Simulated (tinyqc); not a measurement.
Surface Green function of a two-leg ladder, Sancho-Rubio decimation: densities of states against energy.

A semi-infinite lead of cells 0, 1, 2, ... with H0 inside a cell and H1 = <cell i|H|cell i + 1>. One rung (site 1 on leg a, site 2 on leg b) is a cell; all hoppings enter with a minus sign. z = E + i eta.

Start with e_s = e = H0, a = H1, b = H1^dagger. Each round: g = (z - e)^(-1); e_s <- e_s + a g b; e <- e + a g b + b g a; a <- a g a; b <- b g b (all with the old a, b). Round k joins cells 2^k apart. Stop when the largest entry of the matrices a and b is below 1e-12 eV; g_s = (z - e_s)^(-1), bulk (z - e)^(-1), density of states -Im Tr/pi. Here eta = 0.01 eV. Open modes are the crossings of E with the bands of H0 + H1 exp(ik) + H1^dagger exp(-ik) for 0 < k < pi.

H0 (eV):
```
       1      2
1      0  -0.59
2  -0.59  -0.38
```

H1 (eV):
```
    1      2
1  -1  -0.27
2   0   -1.2
```

Densities of states against energy:
```
E (eV)  open modes  rounds  surface (1/eV)  bulk (1/eV)
-3.67            0       6       0.0013646    0.0040635
-3.1             1      12         0.10753      0.30434
-2.53            1      13         0.18672      0.17555
-1.97            1      13         0.22579      0.14623
-1.4             2      13         0.31677      0.87725
-0.84            2      13         0.49653      0.35394
-0.27            2      13         0.55512      0.31006
0.3              2      13         0.55899      0.30877
0.86             2      13         0.51402      0.34089
1.43             2      13         0.39890      0.47745
2                1      12         0.19022      0.30841
2.56             0       6       0.0026474    0.0088164
```

What does the comparison show?

The bands of the infinite lead run over -3.33 to 1.69, -1.45 to 2.33 eV. The rounds lie between 6 and 13, 6.0 on average outside the bands and 12.8 inside. The surface density of states is largest at E = 0.3 eV among the rows (0.559 1/eV, bulk 0.309).

Program tinyqc, `OMP_NUM_THREADS=1 python tinyqc.py 2680004 2680005 out.jsonl`; Intel Xeon 2.30GHz, shared host, one thread, about 0.06 s.
